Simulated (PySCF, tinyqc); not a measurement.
Ways to converge the cycle: SCF convergence aids in the sto-6g basis, for H3+, spin multiplicity 1. Computed by the program tinyqc with PySCF. RHF with one setting changed at a time; a run stops when the energy changes by less than 1e-09 hartree and the error matrix is below 1e-5. The start is random orbitals. Damping d keeps d of the old density; a shift (hartree) raises the virtual levels; DIIS n extrapolates F over n matrices.

Geometry (angstrom):

| atom | x | y | z |
|---|---|---|---|
| H | 0.0000 | 0.0000 | 0.0000 |
| H | 0.0000 | 0.0000 | 1.0530 |
| H | 0.0000 | 0.0000 | -1.0530 |

lowest restricted solution found by these runs and by PySCF = -1.183894 hartree

Largest element of the error matrix X^T (FDS - SDF) X:

| iteration | plain | damping 0.3 | damping 0.6 | shift 0.4 | DIIS 3 | DIIS 8 |
|---|---|---|---|---|---|---|
| 1 | 3.1e-01 | 3.1e-01 | 3.1e-01 | 3.1e-01 | 3.1e-01 | 3.1e-01 |
| 2 | 2.3e-01 | 2.4e-01 | 2.9e-01 | 5.6e-01 | 2.3e-01 | 2.3e-01 |
| 3 | 3.7e-02 | 1.3e-01 | 2.2e-01 | 3.3e-01 | 2.5e-02 | 2.5e-02 |
| 4 | 4.4e-03 | 5.8e-02 | 1.6e-01 | 1.5e-01 | 9.1e-04 | 9.1e-04 |
| 5 | 5.3e-04 | 2.4e-02 | 1.2e-01 | 5.9e-02 | 2.0e-04 | 7.8e-04 |
| 6 | 6.6e-05 | 9.6e-03 | 8.2e-02 | 2.3e-02 | 1.2e-06 | 8.0e-06 |
| 8 | 1.1e-06 | 1.5e-03 | 3.8e-02 | 3.4e-03 | - | - |
| 10 | - | 2.3e-04 | 1.7e-02 | 5.1e-04 | - | - |
| 14 | - | 5.1e-06 | 3.2e-03 | 1.3e-05 | - | - |
| 20 | - | 1.8e-08 | 2.5e-04 | - | - | - |
| 30 | - | - | 3.5e-06 | - | - | - |

How each run ends:

| run | iterations | E (hartree) | state |
|---|---|---|---|
| plain | 8 | -1.183894 | lowest found |
| damping 0.3 | 20 | -1.183894 | lowest found |
| damping 0.6 | 43 | -1.183894 | lowest found |
| shift 0.4 | 15 | -1.183894 | lowest found |
| DIIS 3 | 7 | -1.183894 | lowest found |
| DIIS 8 | 7 | -1.183894 | lowest found |

What does the comparison show, and why?

6 of 6 runs reach the lowest restricted solution found, in 7 to 43 iterations (fastest: DIIS 3, DIIS 8). Plain steps already contract here, so damping only slows them. DIIS 3 and DIIS 8 gain by cancelling the error over several earlier matrices, much as a quasi-Newton step does. The restricted reference is unstable here: a spin-polarised solution lies 0.0005 hartree lower (PySCF), so results built on it describe a poor reference.
